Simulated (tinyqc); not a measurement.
Inside a calculation (part 3 of 3). Method: UHF in the 6-31g basis, for H4, spin multiplicity 3. Computed by tinyqc, a small Python program that keeps every step (integrals from PySCF). Command: `OMP_NUM_THREADS=1 python tinyqc.py 20057 20058 out.jsonl` (the two numbers bound the seeds that draw the settings). One thread of a shared host (Intel(R) Xeon(R) Processor @ 2.60GHz), about 0.2 s of CPU time with the checks.

Geometry (angstrom):
```
atom         x         y         z
H     0.000000  0.000000  0.000000
H     0.000000  0.000000  1.694000
H     0.000000  2.297000  0.000000
H     0.000000  2.297000  1.694000
```

## Iteration 2: diagonalisation and new density

F(alpha) (hartree):
```
           1H 1s      1H 2s      2H 1s      2H 2s      3H 1s      3H 2s      4H 1s      4H 2s
1H 1s  -0.088942  -0.412091  -0.109320  -0.196907  -0.039639  -0.092776   0.014711  -0.016814
1H 2s  -0.412091  -0.324750  -0.256513  -0.273346  -0.119156  -0.145396  -0.006721  -0.056509
2H 1s  -0.109320  -0.256513  -0.228848  -0.604649   0.008549  -0.027686  -0.004821  -0.082712
2H 2s  -0.196907  -0.273346  -0.604649  -0.427436  -0.026809  -0.070606  -0.068457  -0.103162
3H 1s  -0.039639  -0.119156   0.008549  -0.026809  -0.057126  -0.498063  -0.072668  -0.184931
3H 2s  -0.092776  -0.145396  -0.027686  -0.070606  -0.498063  -0.309519  -0.134654  -0.161008
4H 1s   0.014711  -0.006721  -0.004821  -0.068457  -0.072668  -0.134654   0.366962  -0.274129
4H 2s  -0.016814  -0.056509  -0.082712  -0.103162  -0.184931  -0.161008  -0.274129  -0.119251
```

F(beta) (hartree):
```
           1H 1s      1H 2s      2H 1s      2H 2s      3H 1s      3H 2s      4H 1s      4H 2s
1H 1s  -0.022707  -0.334856  -0.047306  -0.129440  -0.006883  -0.054982  -0.004685  -0.022681
1H 2s  -0.334856  -0.200631  -0.081120  -0.108863  -0.040916  -0.065272  -0.039100  -0.057696
2H 1s  -0.047306  -0.081120   0.466070  -0.082079  -0.005557  -0.024586  -0.024072  -0.054875
2H 2s  -0.129440  -0.108863  -0.082079   0.016396  -0.028631  -0.059019  -0.086102  -0.077607
3H 1s  -0.006883  -0.040916  -0.005557  -0.028631   0.555876  -0.050759  -0.106874  -0.124220
3H 2s  -0.054982  -0.065272  -0.024586  -0.059019  -0.050759   0.048673  -0.177773  -0.130147
4H 1s  -0.004685  -0.039100  -0.024072  -0.086102  -0.106874  -0.177773   0.439053  -0.237616
4H 2s  -0.022681  -0.057696  -0.054875  -0.077607  -0.124220  -0.130147  -0.237616  -0.083973
```

X:
```
           1H 1s      1H 2s      2H 1s      2H 2s      3H 1s      3H 2s      4H 1s      4H 2s
1H 1s   1.259490  -0.509867   0.021014   0.040905  -0.012691   0.055039  -0.003985  -0.000147
1H 2s  -0.509867   1.408418   0.040905  -0.328491   0.055039  -0.192124  -0.000147   0.042813
2H 1s   0.021014   0.040905   1.259490  -0.509867  -0.003985  -0.000147  -0.012691   0.055039
2H 2s   0.040905  -0.328491  -0.509867   1.408418  -0.000147   0.042813   0.055039  -0.192124
3H 1s  -0.012691   0.055039  -0.003985  -0.000147   1.259490  -0.509867   0.021014   0.040905
3H 2s   0.055039  -0.192124  -0.000147   0.042813  -0.509867   1.408418   0.040905  -0.328491
4H 1s  -0.003985  -0.000147  -0.012691   0.055039   0.021014   0.040905   1.259490  -0.509867
4H 2s  -0.000147   0.042813   0.055039  -0.192124   0.040905  -0.328491  -0.509867   1.408418
```

Diagonalise F' = X^T F X, C = X C', fill 3 alpha and 1 beta electrons from the bottom; D(s) = C_occ C_occ^T. Each column has its largest component positive (the first on a tie).

F' = X^T F X (alpha) (hartree):
```
           1          2          3          4          5          6          7          8
1   0.287040  -0.517714   0.010601  -0.054727  -0.013525   0.001545   0.005670   0.015977
2  -0.517714   0.090069  -0.078504  -0.137897  -0.014153  -0.122603   0.020846   0.009585
3   0.010601  -0.078504   0.277852  -0.718289   0.005595   0.009967   0.009638   0.019365
4  -0.054727  -0.137897  -0.718289   0.108925   0.013848  -0.002449   0.009113  -0.099924
5  -0.013525  -0.014153   0.005595   0.013848   0.445747  -0.700841   0.032634  -0.051670
6   0.001545  -0.122603   0.009967  -0.002449  -0.700841   0.187553  -0.029211  -0.099510
7   0.005670   0.020846   0.009638   0.009113   0.032634  -0.029211   0.889185  -0.676292
8   0.015977   0.009585   0.019365  -0.099924  -0.051670  -0.099510  -0.676292   0.336614
```

orbital energies (alpha) (hartree): MO1 -0.618907, MO2 -0.444166, MO3 -0.263485, MO4 -0.076526, MO5 0.714193, MO6 0.919433, MO7 1.039312, MO8 1.353130

coefficients C (alpha):
```
             MO1        MO2        MO3        MO4        MO5        MO6        MO7        MO8
1H 1s   0.171724   0.070481   0.362049   0.138079  -1.266736  -0.066743   0.238957  -0.028696
1H 2s   0.228347   0.169921   0.645609   0.225941   1.280387  -0.226251  -0.393724  -0.022003
2H 1s   0.384045  -0.170914  -0.160284  -0.125409   0.051734  -1.266095   0.038181  -0.162326
2H 2s   0.499913  -0.275347  -0.366872  -0.194434  -0.349545   1.296779   0.057207   0.299567
3H 1s   0.074549   0.372805  -0.107895  -0.141818  -0.185846  -0.055211  -1.275178   0.107883
3H 2s   0.109792   0.596192  -0.165644  -0.430937  -0.000834   0.074240   1.337191   0.143958
4H 1s   0.024778   0.053317  -0.113418   0.253287   0.001836  -0.106956   0.105829   1.322302
4H 2s  -0.012841   0.034542  -0.255003   0.842712   0.018157  -0.114788  -0.373120  -1.210655
```

F' = X^T F X (beta) (hartree):
```
           1          2          3          4          5          6          7          8
1   0.328168  -0.488068   0.029233  -0.036465  -0.000376   0.018487  -0.003865   0.006713
2  -0.488068   0.146318  -0.020404  -0.095051   0.019754  -0.086474   0.001434  -0.008840
3   0.029233  -0.020404   0.840836  -0.462370  -0.004999   0.005027  -0.005871   0.013991
4  -0.036465  -0.095051  -0.462370   0.333466   0.002046  -0.011248  -0.001066  -0.104150
5  -0.000376   0.019754  -0.004999   0.002046   0.947117  -0.470940   0.003252  -0.054949
6   0.018487  -0.086474   0.005027  -0.011248  -0.470940   0.384942  -0.075173  -0.139031
7  -0.003865   0.001434  -0.005871  -0.001066   0.003252  -0.075173   0.956628  -0.652707
8   0.006713  -0.008840   0.013991  -0.104150  -0.054949  -0.139031  -0.652707   0.360476
```

orbital energies (beta) (hartree): MO1 -0.295536, MO2 -0.158839, MO3 0.081508, MO4 0.215518, MO5 0.736891, MO6 1.113283, MO7 1.217971, MO8 1.387154

coefficients C (beta):
```
            MO1        MO2        MO3        MO4        MO5        MO6        MO7        MO8
1H 1s  0.367166  -0.171991  -0.092814  -0.121715  -1.280054   0.048471  -0.146782  -0.036706
1H 2s  0.624263  -0.287708  -0.279921  -0.129655   1.306841   0.195064   0.284889  -0.016372
2H 1s  0.046198   0.020650   0.197471   0.061745   0.041012   1.322969  -0.024570  -0.231733
2H 2s  0.064260   0.154864   0.886827   0.267659  -0.346973  -1.126652  -0.060840   0.339568
3H 1s  0.033454   0.084324  -0.061409   0.148746  -0.098264   0.055913   1.330194   0.187814
3H 2s  0.060463   0.266313  -0.265734   0.896344  -0.149301  -0.048073  -1.190318   0.069812
4H 1s  0.063560   0.217431  -0.028918  -0.120789  -0.002741   0.164141  -0.187139   1.312588
4H 2s  0.155684   0.602623  -0.089749  -0.679692   0.058903   0.021764   0.400178  -1.171941
```

D(alpha) after iteration 2:
```
           1H 1s      1H 2s      2H 1s      2H 2s      3H 1s      3H 2s      4H 1s      4H 2s
1H 1s   0.165536   0.284931  -0.004127  -0.066385   0.000014   0.000903  -0.033050  -0.092094
1H 2s   0.284931   0.497826  -0.044827  -0.169489   0.010712   0.019435  -0.058506  -0.161695
2H 1s  -0.004127  -0.044827   0.202393   0.297853  -0.017794  -0.033183   0.018582   0.030038
2H 2s  -0.066385  -0.169489   0.297853   0.460324  -0.025799  -0.048503   0.039316   0.077623
3H 1s   0.000014   0.010712  -0.017794  -0.025799   0.156182   0.248321   0.033961   0.039434
3H 2s   0.000903   0.019435  -0.033183  -0.048503   0.248321   0.394937   0.053295   0.061424
4H 1s  -0.033050  -0.058506   0.018582   0.039316   0.033961   0.053295   0.016320   0.030445
4H 2s  -0.092094  -0.161695   0.030038   0.077623   0.039434   0.061424   0.030445   0.066384
```

D(beta) after iteration 2:
```
          1H 1s     1H 2s     2H 1s     2H 2s     3H 1s     3H 2s     4H 1s     4H 2s
1H 1s  0.134811  0.229208  0.016962  0.023594  0.012283  0.022200  0.023337  0.057162
1H 2s  0.229208  0.389704  0.028840  0.040115  0.020884  0.037745  0.039678  0.097188
2H 1s  0.016962  0.028840  0.002134  0.002969  0.001546  0.002793  0.002936  0.007192
2H 2s  0.023594  0.040115  0.002969  0.004129  0.002150  0.003885  0.004084  0.010004
3H 1s  0.012283  0.020884  0.001546  0.002150  0.001119  0.002023  0.002126  0.005208
3H 2s  0.022200  0.037745  0.002793  0.003885  0.002023  0.003656  0.003843  0.009413
4H 1s  0.023337  0.039678  0.002936  0.004084  0.002126  0.003843  0.004040  0.009895
4H 2s  0.057162  0.097188  0.007192  0.010004  0.005208  0.009413  0.009895  0.024238
```

## Iteration 29 (converged): orbitals

converged F(alpha) (hartree):
```
           1H 1s      1H 2s      2H 1s      2H 2s      3H 1s      3H 2s      4H 1s      4H 2s
1H 1s   0.475319  -0.092590  -0.105277  -0.129922  -0.019692  -0.051321   0.004188  -0.019891
1H 2s  -0.092590  -0.009830  -0.238509  -0.194865  -0.100993  -0.099954  -0.022092  -0.065509
2H 1s  -0.105277  -0.238509  -0.122847  -0.546154   0.003136  -0.029250  -0.004931  -0.083278
2H 2s  -0.129922  -0.194865  -0.546154  -0.368682  -0.027544  -0.067540  -0.084355  -0.123717
3H 1s  -0.019692  -0.100993   0.003136  -0.027544  -0.160919  -0.565190  -0.066689  -0.201003
3H 2s  -0.051321  -0.099954  -0.029250  -0.067540  -0.565190  -0.391228  -0.201231  -0.246784
4H 1s   0.004188  -0.022092  -0.004931  -0.084355  -0.066689  -0.201231  -0.168004  -0.567828
4H 2s  -0.019891  -0.065509  -0.083278  -0.123717  -0.201003  -0.246784  -0.567828  -0.395919
```

converged F(beta) (hartree):
```
           1H 1s      1H 2s      2H 1s      2H 2s      3H 1s      3H 2s      4H 1s      4H 2s
1H 1s  -0.113483  -0.541676  -0.104255  -0.238082  -0.020351  -0.102408  -0.005934  -0.042949
1H 2s  -0.541676  -0.361189  -0.128422  -0.191331  -0.048346  -0.092888  -0.019021  -0.054589
2H 1s  -0.104255  -0.128422   0.484922  -0.084034  -0.003492  -0.024882  -0.006626  -0.039548
2H 2s  -0.238082  -0.191331  -0.084034   0.007108  -0.020102  -0.051825  -0.034516  -0.037714
3H 1s  -0.020351  -0.048346  -0.003492  -0.020102   0.522442  -0.040219  -0.040438  -0.061184
3H 2s  -0.102408  -0.092888  -0.024882  -0.051825  -0.040219   0.080004  -0.059944  -0.024880
4H 1s  -0.005934  -0.019021  -0.006626  -0.034516  -0.040438  -0.059944   0.529496  -0.033397
4H 2s  -0.042949  -0.054589  -0.039548  -0.037714  -0.061184  -0.024880  -0.033397   0.094205
```

As before.

F' = X^T F X (alpha) (hartree):
```
           1          2          3          4          5          6          7          8
1   0.860065  -0.470738   0.008260  -0.044501  -0.003573   0.016746  -0.000445   0.008386
2  -0.470738   0.343431  -0.084551  -0.134693  -0.000459  -0.101128   0.013021  -0.001585
3   0.008260  -0.084551   0.385217  -0.705501   0.000110   0.008751   0.008839   0.015512
4  -0.044501  -0.134693  -0.705501   0.138927   0.010570  -0.002046   0.014847  -0.097685
5  -0.003573  -0.000459   0.000110   0.010570   0.348972  -0.718979   0.047948  -0.041368
6   0.016746  -0.101128   0.008751  -0.002046  -0.718979   0.128182  -0.041523  -0.116536
7  -0.000445   0.013021   0.008839   0.014847   0.047948  -0.041523   0.342063  -0.720403
8   0.008386  -0.001585   0.015512  -0.097685  -0.041368  -0.116536  -0.720403   0.125682
```

orbital energies (alpha) (hartree): MO1 -0.597750, MO2 -0.490313, MO3 -0.411993, MO4 0.107559, MO5 0.919955, MO6 0.962762, MO7 1.025141, MO8 1.157176

coefficients C (alpha):
```
            MO1        MO2        MO3        MO4        MO5        MO6        MO7        MO8
1H 1s  0.021249   0.043462  -0.025508   0.204954   0.110290   0.239151   0.265393   1.291051
1H 2s  0.021918   0.052743  -0.047777   0.941944  -0.182677   0.055483  -0.434164  -1.130136
2H 1s  0.118533   0.384685  -0.082191  -0.117957  -0.766611   0.416603  -0.933335   0.191137
2H 2s  0.164668   0.615592  -0.144121  -0.387629   0.661674  -0.405526   1.101987   0.034958
3H 1s  0.266145  -0.163899  -0.303622  -0.077660   0.344797   1.176815   0.180474  -0.345450
3H 2s  0.349364  -0.252190  -0.572078  -0.141276  -0.535246  -1.166881   0.069829   0.457272
4H 1s  0.285770  -0.045198   0.333448   0.024802  -0.928457   0.126794   0.872597  -0.128663
4H 2s  0.376662  -0.055104   0.616561   0.068564   0.931555   0.189943  -0.979285   0.048260
```

F' = X^T F X (beta) (hartree):
```
           1          2          3          4          5          6          7          8
1   0.393734  -0.703023   0.009076  -0.084447  -0.003670  -0.000523  -0.004900   0.001028
2  -0.703023   0.142975  -0.044234  -0.135233   0.017043  -0.101971   0.005272  -0.009052
3   0.009076  -0.044234   0.868261  -0.468933  -0.004432   0.004390  -0.001168   0.019711
4  -0.084447  -0.135233  -0.468933   0.352463   0.005406  -0.008351   0.020664  -0.083634
5  -0.003670   0.017043  -0.004432   0.005406   0.892664  -0.454891   0.027569  -0.023736
6  -0.000523  -0.101971   0.004390  -0.008351  -0.454891   0.377920  -0.023306  -0.085281
7  -0.004900   0.005272  -0.001168   0.020664   0.027569  -0.023306   0.898670  -0.453776
8   0.001028  -0.009052   0.019711  -0.083634  -0.023736  -0.085281  -0.453776   0.385280
```

orbital energies (beta) (hartree): MO1 -0.496947, MO2 0.035132, MO3 0.104515, MO4 0.205426, MO5 0.974281, MO6 1.117713, MO7 1.159736, MO8 1.212110

coefficients C (beta):
```
            MO1        MO2        MO3        MO4        MO5        MO6        MO7        MO8
1H 1s  0.403951  -0.094610  -0.068660   0.080298  -1.242554   0.144068  -0.234486  -0.220523
1H 2s  0.642951  -0.210035  -0.278610   0.214387   1.256774  -0.001802   0.466034   0.131152
2H 1s  0.050824   0.044756   0.181535  -0.088010   0.135486   0.982513   0.521539  -0.742039
2H 2s  0.063350   0.228771   0.821486  -0.411686  -0.382230  -0.721406  -0.582763   0.698673
3H 1s  0.014694   0.124189  -0.093131  -0.125301  -0.277784  -0.103206   1.151588   0.630569
3H 2s  0.024482   0.447495  -0.423590  -0.743234   0.053300   0.237764  -1.119229  -0.387603
4H 1s  0.006256   0.136265  -0.003851   0.147509   0.017938   0.856270  -0.426421   0.946501
4H 2s  0.013702   0.508244   0.069772   0.822049  -0.004912  -0.644251   0.646212  -0.789400
```

D(alpha) after iteration 29:
```
           1H 1s      1H 2s      2H 1s      2H 2s      3H 1s      3H 2s      4H 1s      4H 2s
1H 1s   0.002991   0.003977   0.021335   0.033930   0.006276   0.011055  -0.004398  -0.010119
1H 2s   0.003977   0.005545   0.026814   0.042963   0.011695   0.021688  -0.012052  -0.024108
2H 1s   0.021335   0.026814   0.168788   0.268173  -0.006548  -0.008583  -0.010920  -0.027226
2H 2s   0.033930   0.042963   0.268173   0.426840  -0.013312  -0.015269  -0.028823  -0.060756
3H 1s   0.006276   0.011695  -0.006548  -0.013312   0.189882   0.308011  -0.017778  -0.077923
3H 2s   0.011055   0.021688  -0.008583  -0.015269   0.308011   0.512929  -0.079522  -0.207232
4H 1s  -0.004398  -0.012052  -0.010920  -0.028823  -0.017778  -0.079522   0.194895   0.315720
4H 2s  -0.010119  -0.024108  -0.027226  -0.060756  -0.077923  -0.207232   0.315720   0.525058
```

D(beta) after iteration 29:
```
          1H 1s     1H 2s     2H 1s     2H 2s     3H 1s     3H 2s     4H 1s     4H 2s
1H 1s  0.163176  0.259720  0.020530  0.025590  0.005936  0.009890  0.002527  0.005535
1H 2s  0.259720  0.413386  0.032677  0.040731  0.009447  0.015741  0.004022  0.008810
2H 1s  0.020530  0.032677  0.002583  0.003220  0.000747  0.001244  0.000318  0.000696
2H 2s  0.025590  0.040731  0.003220  0.004013  0.000931  0.001551  0.000396  0.000868
3H 1s  0.005936  0.009447  0.000747  0.000931  0.000216  0.000360  0.000092  0.000201
3H 2s  0.009890  0.015741  0.001244  0.001551  0.000360  0.000599  0.000153  0.000335
4H 1s  0.002527  0.004022  0.000318  0.000396  0.000092  0.000153  0.000039  0.000086
4H 2s  0.005535  0.008810  0.000696  0.000868  0.000201  0.000335  0.000086  0.000188
```

## Convergence

Stop when the energy changes by less than 1e-08 hartree and every element of the error matrix X^T (F D S - S D F) X (for each spin) is below 3e-05.

Course of the cycle:
```
iteration  E (hartree)     change  largest element of the error matrix
1           0.65241738          -                             3.47e-01
2          -1.63487863  -2.29e+00                             8.22e-02
3          -1.67231059  -3.74e-02                             1.24e-01
4          -1.73826996  -6.60e-02                             8.84e-02
5          -1.80117283  -6.29e-02                             6.10e-02
6          -1.84663888  -4.55e-02                             3.94e-02
7          -1.86877068  -2.21e-02                             2.41e-02
8          -1.87987683  -1.11e-02                             1.70e-02
9          -1.89202128  -1.21e-02                             1.62e-02
10         -1.91083815  -1.88e-02                             1.90e-02
11         -1.93340547  -2.26e-02                             1.75e-02
12         -1.95192426  -1.85e-02                             1.64e-02
13         -1.96401904  -1.21e-02                             1.57e-02
14         -1.97146906  -7.45e-03                             1.32e-02
15         -1.97580053  -4.33e-03                             1.00e-02
16         -1.97806366  -2.26e-03                             7.05e-03
17         -1.97912141  -1.06e-03                             4.68e-03
18         -1.97957408  -4.53e-04                             3.00e-03
19         -1.97975629  -1.82e-04                             1.88e-03
20         -1.97982676  -7.05e-05                             1.16e-03
21         -1.97985333  -2.66e-05                             7.06e-04
22         -1.97986320  -9.87e-06                             4.29e-04
23         -1.97986683  -3.63e-06                             2.60e-04
24         -1.97986816  -1.33e-06                             1.57e-04
25         -1.97986864  -4.83e-07                             9.46e-05
26         -1.97986882  -1.76e-07                             5.70e-05
27         -1.97986888  -6.38e-08                             3.43e-05
28         -1.97986890  -2.32e-08                             2.07e-05
29         -1.97986891  -8.40e-09                             1.25e-05
```

PySCF UHF in the same basis, after a stability check = -1.97986892 hartree

Converged in 29 iterations.

## Populations, bond orders and dipole

overlap S:
```
          1H 1s     1H 2s     2H 1s     2H 2s     3H 1s     3H 2s     4H 1s     4H 2s
1H 1s  1.000000  0.658292  0.026184  0.171524  0.001606  0.055740  0.000060  0.014647
1H 2s  0.658292  1.000000  0.171524  0.437640  0.055740  0.218849  0.014647  0.095777
2H 1s  0.026184  0.171524  1.000000  0.658292  0.000060  0.014647  0.001606  0.055740
2H 2s  0.171524  0.437640  0.658292  1.000000  0.014647  0.095777  0.055740  0.218849
3H 1s  0.001606  0.055740  0.000060  0.014647  1.000000  0.658292  0.026184  0.171524
3H 2s  0.055740  0.218849  0.014647  0.095777  0.658292  1.000000  0.171524  0.437640
4H 1s  0.000060  0.014647  0.001606  0.055740  0.026184  0.171524  1.000000  0.658292
4H 2s  0.014647  0.095777  0.055740  0.218849  0.171524  0.437640  0.658292  1.000000
```

Mulliken: Z minus the diagonal of D S on the atom; Loewdin: the same with S^(1/2) D S^(1/2); Mayer order: 2 sum_s sum (D(s) S)_ij (D(s) S)_ji over the two atoms.

Charges (e):
```
atom   Mulliken    Loewdin  Mulliken spin
1H     0.000679   0.001373      -0.905436
2H     0.000116  -0.000026       0.920635
3H    -0.000621  -0.000629       0.988198
4H    -0.000173  -0.000718       0.996603
```

Mayer bond orders:
```
pair      order
2-1    0.151656
3-1    0.023368
3-2    0.000324
4-1    0.005144
4-2   -0.004069
4-3   -0.035126
```

dipole moment about the origin, x y z (debye): 0.000000  -0.007277  0.000874

<S^2> of the determinant (pure state: 2) = 2.733806
